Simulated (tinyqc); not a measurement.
From results back to parameters: dielectric confinement in a thin film (image charges). Two cases, with inputs chosen for the exercise.

Problem. The self-energy at the centre was computed from a hidden eh.

A film |z| < t/2 of dielectric constant eps between half-spaces of dielectric constant e2; lam = (eps - e2)/(eps + e2), q = e^2/(4 pi eps0). The self-energy of a band edge is taken with the high-frequency value, e2 = eh, and the field of a fixed ion with the static one, e2 = eo. A charge at z has images lam^|n| at n t + (-1)^n z. Its self-energy is S(z) = (q/2 eps) sum over n >= 1 of lam^n [1/(n t - 2z) + 1/(n t + 2z)] for odd n and 2 lam^n/(n t) for even n; at the centre S(0) = -(q/(eps t)) ln(1 - lam).

Constants: e^2/(4 pi eps0) = 14.39964547 eV angstrom.

Find: lam; eh.

Method. lam = 1 - exp(-S(0) eps t/q), and eh = eps (1 - lam)/(1 + lam).

Case 1.

Values chosen: t = 54 angstrom (film thickness); eps = 12.8 (dielectric constant of the film).
S(0) = 26.3801 meV

Solution.

lam = 0.7181
eh = 2.1

Case 2.

Values chosen: t = 80 angstrom (film thickness); eps = 12 (dielectric constant of the film).
S(0) = 13.3519 meV

Solution.

lam = 0.5894
eh = 3.1

Computed by tinyqc, one run a case: `OMP_NUM_THREADS=1 python tinyqc.py N N+1 out.jsonl` with N = 1282430, 1282433; one thread of a shared Intel(R) Xeon(R) Processor @ 2.30GHz, about 0.1 s a run at most.
